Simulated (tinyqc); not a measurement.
## Trapped share and trap depth from dynamic on-resistance

Inverse problem. Traps remove the share ft of the electrons in the drain access (length Ld, sheet resistance Rsh before stress), so Ron grows by Rsh Ld ft/(1 - ft). The recovery time goes as T^(-2) exp(q Ea/(kB T)). Find ft and Ea.

Values chosen for this exercise:
```
symbol  value  unit              meaning
Ld         12    um  drain access length
```

Constants: q = 1.602176634e-19 C, kB = 1.380649e-23 J/K. Results are converted to the units shown.

Ron before and just after an off-state stress (ohm mm): 3.9180440  4.2699774
Rsh = 263.95000 ohm
recovery times at 320 and 410 K (s): 0.0034  3.5520513e-6

Answer. The rise of Ron over Rsh Ld is ft/(1 - ft); ln(t T^2) is linear in 1/T.

ft = 0.100
Ea = 0.800 eV

Program tinyqc, `OMP_NUM_THREADS=1 python tinyqc.py 2570068 2570069 out.jsonl`; Intel Xeon 2.30GHz, shared host, one thread, about 0.02 s.
